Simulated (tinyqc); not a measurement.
Oxidation of curved silicon (wires and holes): cylindrical Deal-Grove kinetics with stress-retarded reaction: one step, computed by the program tinyqc.

Silicon fills r > a and oxide b < r < a. One volume of silicon gives 2.25 volumes of oxide, and the length is fixed.

Task: Rate at the start. Geometry: b^2 = b0^2 - 1.25 (a^2 - a0^2), b0 = a0 - x_i. Rate of oxide made per interface area: q = 1/[1/k + 2 a |ln(b/a)|/B], and |da/dt| = q/2.25. Reaction k = (B/A) exp(-sigma V_k/(k_B T)). New oxide pushes the old with radial speed u = 1.25 |da/dt| at r = a; the shear stress at radius r is s_c asinh(z a^2/r^2), z = 2 eta u/(a s_c) (Eyring flow), and the compressive normal stress at the interface is sigma = |int_a^b 2 s/r dr| = s_c |F(z) - F(z a^2/b^2)|, F(y) = int_0^y asinh(w)/w dw. q and sigma are solved together. 1 MPa angstrom^3 = 6.241509e-6 eV.

Inputs (values chosen for the exercise, close to those used for silicon in steam):
```
quantity,value,unit
starting silicon radius a0,46,nm
starting oxide x_i,1,nm
critical shear stress s_c,88,MPa
activation volume V_k,14,angstrom^3
temperature T,825,C
```

Shape: hole (concave).

B = 99003.01 nm^2/h

B/A = 62.74706 nm/h

low-stress viscosity eta = 1.059065e+18 Pa s

k_B T = 0.09463125 eV

Give: oxide radius b0; rate q without stress; normal stress sigma; factor on the reaction; rate q with stress.

Result:

oxide radius b0 = 45 nm

rate q without stress = 62.67 nm/h

normal stress sigma = 62.26 MPa

factor on the reaction = 0.9441

rate q with stress = 59.17 nm/h
